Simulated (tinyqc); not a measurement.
Random telegraph noise from one oxide trap in a small MOSFET: one step of the calculation.

An acceptor-like trap exchanges electrons with the channel. Inversion charge Q = Cox u, u = n Vt W0(exp((Vg - VT)/(n Vt))), W0 the Lambert function, n = nf, Cox = eps0 eox/tox; linear regime Id = (W/L) mu Q Vd. Relative to threshold the surface potential rises by Vt ln(u/u0) and the oxide voltage by the rest of Vg - VT, with u0 = n Vt W0(1).

Question. Trap level, time constants and occupancy. N = Cox u/q; dpsi = Vt ln(u/u0); E = E0 - dpsi - (xt/tox)(Vg - VT - dpsi); capture time tc = 1/[(N/zi) vth s0 exp(-xt/lt - EB/Vt)]; emission time te = tc exp(-E/Vt); occupancy te/(tc + te).

Values chosen for this exercise; values of the order met in silicon transistors: temperature T = 300 K; relative permittivity of the gate insulator (close to silicon dioxide) eox = 3.9; insulator thickness tox = 4.1 nm; depth of the trap from the channel interface xt = 0.33 nm; trap level above the channel Fermi level at threshold E0 = 0.01 eV; capture prefactor s0 = 2e-16 cm^2; capture barrier (lattice relaxation) EB = 0.26 eV; tunnelling decay length lt = 0.13 nm; thermal velocity vth = 2.1e7 cm/s; thickness of the inversion layer zi = 2.9 nm; threshold voltage VT = 0.36 V; body factor nf = 1.19; gate voltage Vg = 0.38 V.

Constants: q = 1.602176634e-19 C, kB = 1.380649e-23 J/K, Vt = kB T/q, eps0 = 8.8541878128e-14 F/cm where lengths are in cm. Results are converted to the units shown.

Give: u; N; dpsi; E; tc; te; occupancy.

Answer.

u = 0.02562 V
N = 1.347e11 cm^-2
dpsi = 0.009936 V
E = -7.458e-4 eV
tc = 1.514e-4 s
te = 1.558e-4 s
occupancy = 0.5072

The trap lies 0.029 Vt below the Fermi level, so it is filled 50.7 % of the time.

Range of the model: VT is taken as given; short-channel effects and the uneven flow of current among few electrons are left out.

Numbers from tinyqc (`OMP_NUM_THREADS=1 python tinyqc.py 2710174 2710175 out.jsonl`; about 0.01 s on one thread of a shared Intel Xeon 2.30GHz).
